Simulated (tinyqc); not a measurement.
Gas flow in a process chamber: flow regimes, conductance, effective pumping speed, pump-down, outgassing and purge: one step, computed by the program tinyqc.

Ideal gas, isothermal flow, a pump of constant speed at the end of a round pipe; process gas, volume gas and outgassing are given the same properties. 1 sccm = 101325 Pa x 1e-6 m^3/60 s x T/273.15 K.

Problem. Molecular flow. Mean speed c = sqrt(8 k_B T/(pi m)); aperture conductance C_a = c pi d^2/16; molecular pipe C_m = C_a/(1 + 3 l/(4 d)) (Dushman form); viscous pipe C_v = pi d^4 p_mean/(128 eta l); Knudsen interpolation C = C_v + C_m (1 + x)/(1 + 1.24 x), x = d p_mean sqrt(m/(k_B T))/eta. Effective speed 1/S_eff = 1/S + 1/C_m; time constant V/S_eff; pressure at which the free path k_B T/(sqrt2 pi d_m^2 p) equals d.

Inputs (values chosen for the exercise, modelled on oxygen near room temperature):
```
quantity,value,unit
molar mass M,32,g/mol
molecular diameter,0.36,nm
temperature T,300,K
chamber volume V,27,L
pipe diameter d,4,cm
pipe length l,10,cm
pump speed S,97,L/s
```

Constants: k_B = 1.380649e-23 J/K; u = 1.6605390666e-27 kg.

Give: mean speed c; C_a; C_m; S_eff in molecular flow; time constant; pressure where the free path equals d.

Solution.

mean speed c = 445.53 m/s

C_a = 139.97 L/s

C_m = 48.684 L/s

S_eff in molecular flow = 32.415 L/s

time constant = 0.83295 s

pressure where the free path equals d = 0.17984 Pa

The pipe passes on 33 % of the pump speed.
